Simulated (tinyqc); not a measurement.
Zener tunnelling in a reverse-biased junction, two-band WKB: two steps of the calculation.

Abrupt p-n junction, depletion approximation. Energies E are counted from the conduction-band edge of the neutral n side; its Fermi level lies at dn, that of the p side at dn - V, and the valence-band edge of the neutral p side at Em = dn + dp - V. Tunnelling needs 0 < E < Em. Two-band dispersion with equal masses m: inside the gap kappa = sqrt(m u (1 - u/Eg)/C), u the distance from a band edge, C = hbar^2/(2 m0).

Values chosen for this exercise; band and dielectric values those of a made-up semiconductor: temperature T = 350 K; band gap Eg = 0.661 eV; conduction-band density of states at 350 K Nc = 2.48e17 cm^-3; valence-band density of states at 350 K Nv = 8.14e18 cm^-3; band-edge mass of the two-band model m = 0.059 m0; acceptor density Na = 3.3e19 cm^-3; donor density Nd = 5.3e18 cm^-3; bias of the p side V = -1.3 V; points of the energy grid nE = 13.

Constants: q = 1.602176634e-19 C, kB = 1.380649e-23 J/K, hbar = 1.054571817e-34 J s, h = 6.62607015e-34 J s, m0 = 9.1093837015e-31 kg, Vt = kB T/q, hbar^2/(2 m0) = 0.0380998212 eV nm^2. Results are converted to the units shown.

Problem 1. Fermi levels and built-in voltage. Nd = Nc F12(dn/Vt), Na = Nv F12(dp/Vt), F12(x) = (2/sqrt(pi)) int_0^infinity sqrt(u)/(1 + exp(u - x)) du; dn = EF - Ec on the n side, dp = Ev - EF on the p side (negative outside the bands); Vbi = Eg + dn + dp.

Give: dn; dp; Vbi.

Solution 1.

dn = 0.27810 eV
dp = 0.083258 eV
Vbi = 1.0224 V

Boltzmann statistics would give dn = 0.0924 eV and dp = 0.0422 eV. At zero bias the bands of the two sides overlap by dn + dp.

Problem 2. Current density on a coarse grid. J = KJ exp(-S) Eb times the integral from 0 to Em of [f(E - dn) - f(E - dn + V)] [1 - exp(-min(E, Em - E)/Eb)] dE, f(x) = 1/(1 + exp(x/Vt)), with S and Eb from the mean field; J > 0 flows from p to n. KJ = (2 q^2/h) m/(4 pi C) (times 1e14 for A/cm^2 per eV^2). Simpson's rule on nE equally spaced points from 0 to Em.

dn = 0.27809597 eV
dp = 0.083258025 eV
S = 6.3670843
Eb = 25.953795 meV

Wanted: E; difference of the f; transverse factor; integral; KJ; J.

Solution 2.

```
point  E (eV)  difference of the f  transverse factor
0       0.000                0.000              0.000
1       0.138               -0.010              0.995
2       0.277               -0.490              1.000
3       0.415               -0.990              1.000
4       0.554               -1.000              1.000
5       0.692               -1.000              1.000
6       0.831               -1.000              1.000
7       0.969               -1.000              1.000
8       1.108               -1.000              1.000
9       1.246               -1.000              1.000
10      1.384               -0.998              1.000
11      1.523               -0.862              0.995
12      1.661               -0.059              0.000
```

integral = -1.311 eV
KJ = 9.548e8 A/(cm^2 eV^2)
J = -5.578e4 A/cm^2

Range of the model: Parabolic densities of states, no band tails and no gap narrowing, all of which matter at such doping.

Program tinyqc, `OMP_NUM_THREADS=1 python tinyqc.py 2620123 2620124 out.jsonl`; Intel Xeon 2.30GHz, shared host, one thread, about 0.02 s.
